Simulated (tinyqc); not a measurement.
Luttinger-Kohn k.p, four valence bands, step by step. One step of it, computed by the program tinyqc.

Question. Bloch Hamiltonian at k. P = c g1 k^2, Q = c g2 (kx^2 + ky^2 - 2 kz^2), R = c sqrt3 [-g2 (kx^2 - ky^2) + 2i g3 kx ky], S = 2 c sqrt3 g3 (kx - i ky) kz, c = hbar^2/2m = 3.809982 eV angstrom^2; rows [P+Q, -S, R, 0], [-S*, P-Q, 0, R], [R*, 0, P-Q, S], [0, R*, S*, P+Q]. The path ends lie at |k| = 0.05 1/angstrom.

Luttinger parameters chosen for this model; energies are counted downward from the top of the valence band:
```
parameter     value  unit
g1         3.990000
g2         0.690000
g3         1.480000
```

k point k (1/angstrom): -0.036000  0.027000  -0.026000

Give: H(k) at k.

Answer.

H(k) at k (eV), lower triangle (Hermitian):
```
                3/2            1/2          -1/2   -3/2
3/2           0.043
1/2   -0.018+0.014i          0.039
-1/2  -0.003+0.019i          0.000         0.039
-3/2          0.000  -0.003+0.019i  0.018-0.014i  0.043
```
